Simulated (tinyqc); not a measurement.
Phonon transmission through an interface between two chains by Green functions: one step, computed by the program tinyqc.

Two semi-infinite chains (masses m_1, m_2; springs k_1, k_2), motion along the chain. The central region holds the end atom of each chain and one interlayer atom of mass m_b, joined by springs k_b. lambda = omega^2 in eV/(angstrom^2 u); nu = 15.6333042 THz x sqrt(lambda).

Question. Transmission at the probe frequency. A = lambda M - K - Sigma over the central atoms, with K_ii the sum of the springs at i, K_(i,i+1) = -k_b; G = inverse of A; transmission = Gamma_1 Gamma_2 |G_(first,last)|^2.

Atoms in the interlayer: one.

A (complex symmetric) (eV/angstrom^2), rows end of 1, layer 1, end of 2:
```
[[-0.540057+2.124716i, 2.820000, 0.000000],
 [2.820000, -2.956217, 2.820000],
 [0.000000, 2.820000, 0.773216+1.939413i]]
```

Gamma_1 = 4.249432 eV/angstrom^2

Gamma_2 = 3.878825 eV/angstrom^2

Give: G_(first,last); transmission.

Answer.

G_(first,last) = 0.07099+0.20926i angstrom^2/eV

transmission = 0.80485
